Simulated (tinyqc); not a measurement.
# Two-diode model of a solar cell: two studies

J is the current delivered and Vj = V + J Rs the junction voltage. J = X JL - J01 (exp(Vj/(n1 Vt)) - 1) - J02 (exp(Vj/(2 Vt)) - 1) - Vj/Rp. The photocurrent does not depend on voltage.

Parameters, values chosen for the exercise; values of the order met in cells of silicon:
- T = 298.15 K (temperature)
- JL = 35.4 mA/cm^2 (photocurrent at one sun)
- X = 1 suns (concentration)
- J01 = 4.5e-14 A/cm^2 (saturation current of the first diode)
- n1 = 1 (ideality factor of the first diode)
- Rs = 0 ohm cm^2 (series resistance)
- Rp = 2000 ohm cm^2 (shunt resistance)
- Pin = 100 mW/cm^2 (incident power at one sun)
- J02 = 4.4e-9 A/cm^2 (saturation current of the second diode (ideality 2))

Constants: q = 1.602176634e-19 C, kB = 1.380649e-23 J/K, Vt = kB T/q. Results are converted to the units shown.

Each table varies one quantity; the others keep the values above.

## Effect of the saturation current of the first diode

Jsc at V = 0, Voc at J = 0, the maximum power point where J (1 + 2 Rs G) = G Vj with G = -dJ/dVj; FF = Vmp Jmp/(Voc Jsc); efficiency Vmp Jmp/(X Pin). Empirical fill factor without parasitics FF0 = (v - ln(v + 0.72))/(v + 1), v = Voc/(n1 Vt).

The same in every row: Jsc (mA/cm^2) = 35.40.

Result of one run:

| J01 (A/cm^2) | Voc (V) | Vmp (V) | Jmp (mA/cm^2) | FF | efficiency (%) | FF0 |
|---|---|---|---|---|---|---|
| 4e-11 | 0.5290 | 0.4536 | 33.29 | 0.8062 | 15.10 | 0.8120 |

What becomes of these results when the saturation current of the first diode J01 is changed from 4e-11 to 5e-15 A/cm^2, all else the same?

Result of the changed run:

| J01 (A/cm^2) | Voc (V) | Vmp (V) | Jmp (mA/cm^2) | FF | efficiency (%) | FF0 |
|---|---|---|---|---|---|---|
| 5e-15 | 0.7514 | 0.6534 | 33.05 | 0.8119 | 21.60 | 0.8545 |

The whole series:

| J01 (A/cm^2) | Voc (V) | Vmp (V) | Jmp (mA/cm^2) | FF | efficiency (%) | FF0 |
|---|---|---|---|---|---|---|
| 5e-16 | 0.7932 | 0.6746 | 32.72 | 0.7862 | 22.08 | 0.8603 |
| 5e-15 | 0.7514 | 0.6534 | 33.05 | 0.8119 | 21.60 | 0.8545 |
| 5e-14 | 0.6981 | 0.6111 | 33.38 | 0.8255 | 20.40 | 0.8464 |
| 5e-13 | 0.6408 | 0.5591 | 33.48 | 0.8251 | 18.72 | 0.8364 |
| 5e-12 | 0.5822 | 0.5040 | 33.42 | 0.8171 | 16.84 | 0.8245 |
| 4e-11 | 0.5290 | 0.4536 | 33.29 | 0.8062 | 15.10 | 0.8120 |

As J01 goes from 5e-16 to 4e-11, Voc falls from 0.793 to 0.529 V, FF goes from 0.786 through a maximum of 0.826 (at J01 = 5e-14 among the rows listed) to 0.806 and the efficiency falls from 22.1 to 15.1 %. Voc changes by -58.9 mV a decade between the last two rows and -41.7 mV between the first two.

## Effect of the saturation current of the second diode (ideality 2)

Same model as above.

The same in every row: Jsc (mA/cm^2) = 35.400.

Results:

| J02 (A/cm^2) | Voc (V) | Vmp (V) | Jmp (mA/cm^2) | FF | efficiency (%) | FF0 |
|---|---|---|---|---|---|---|
| 1e-10 | 0.70343 | 0.62028 | 33.698 | 0.83940 | 20.902 | 0.84722 |
| 5e-10 | 0.70317 | 0.61963 | 33.664 | 0.83798 | 20.859 | 0.84718 |
| 1e-9 | 0.70284 | 0.61881 | 33.623 | 0.83624 | 20.806 | 0.84712 |
| 1e-8 | 0.69704 | 0.60463 | 33.061 | 0.81012 | 19.990 | 0.84618 |
| 4e-8 | 0.67861 | 0.56827 | 32.394 | 0.76629 | 18.408 | 0.84311 |
| 1e-7 | 0.64941 | 0.52982 | 32.089 | 0.73955 | 17.001 | 0.83795 |
| 4e-7 | 0.58439 | 0.46588 | 31.700 | 0.71389 | 14.768 | 0.82500 |

Estimate the missing row, J02 = 5e-9 A/cm^2.

Computed row:

| J02 (A/cm^2) | Voc (V) | Vmp (V) | Jmp (mA/cm^2) | FF | efficiency (%) | FF0 |
|---|---|---|---|---|---|---|
| 5e-9 | 0.70026 | 0.61239 | 33.333 | 0.82347 | 20.413 | 0.84671 |

With this row back in the table: As J02 goes from 1e-10 to 4e-7, Voc falls from 0.703 to 0.584 V, FF falls from 0.839 to 0.714 and the efficiency falls from 20.9 to 14.8 %. Voc changes by -108 mV a decade between the last two rows and -0.370 mV between the first two.

Program tinyqc, `OMP_NUM_THREADS=1 python tinyqc.py 2280030 2280031 out.jsonl`; Intel Xeon 2.30GHz, shared host, one thread, about 0.01 s.
